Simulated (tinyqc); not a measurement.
Gupta-type many-body potential for a metal: one step, computed by the program tinyqc. Command: `OMP_NUM_THREADS=1 python tinyqc.py 3026402 3026403 out.jsonl gupta walk`. One thread of a shared host (Intel(R) Xeon(R) Processor @ 2.30GHz), about 0.01 s of CPU time with the checks.

E_i = sum_j A exp(-p (r_ij/r0 - 1)) - xi rho_i^gamma, with rho_i = sum_j exp(-2 q (r_ij/r0 - 1)); gamma = 1/2 is the tight-binding second-moment form. The crystal is fcc unless stated; d is the neighbour distance and a fixed number of shells is kept.

Problem. Shell terms at equilibrium. fcc shells: d sqrt(k), k = 1..5, with 12, 6, 24, 12, 24 atoms; Omega = d^3/sqrt2. Repulsion and density of one neighbour in each shell, and their sums.

Inputs (values chosen for the exercise, for a model metal):

| quantity | value | unit |
|---|---|---|
| repulsion A | 0.168 | eV |
| decay p | 10.7 | - |
| decay q | 3.79 | - |
| reference distance r0 | 2.749 | angstrom |
| shells kept | 1 | - |

neighbour distance d = 2.730017 angstrom

Give: Shells; repulsive energy; density rho.

Solution.

Shells:

| shell | count | r (angstrom) | repulsion (eV) | density |
|---|---|---|---|---|
| 1 | 12 | 2.7300 | 0.18088 | 1.0537 |

repulsive energy = 2.1706 eV

density rho = 12.645
